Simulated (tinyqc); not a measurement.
Inductance and parasitic capacitance from two readings.

Question. A loss-free coil L in parallel with C shows the apparent inductance L/(1 - w^2 L C), w = 2 pi f. Find L, C and the self-resonance 1/(2 pi sqrt(L C)).

apparent inductance at 2.7 and 4.6 GHz (nH): [8.4136378, 15.339019]

Solution. The inverse of the reading is 1/L - w^2 C, a straight line in w^2.

L = 6.80 nH
C = 98.0 fF
self-resonance = 6.17 GHz

Program tinyqc, `OMP_NUM_THREADS=1 python tinyqc.py 2302071 2302072 out.jsonl`; Intel Xeon 2.30GHz, shared host, one thread, about 0.01 s.
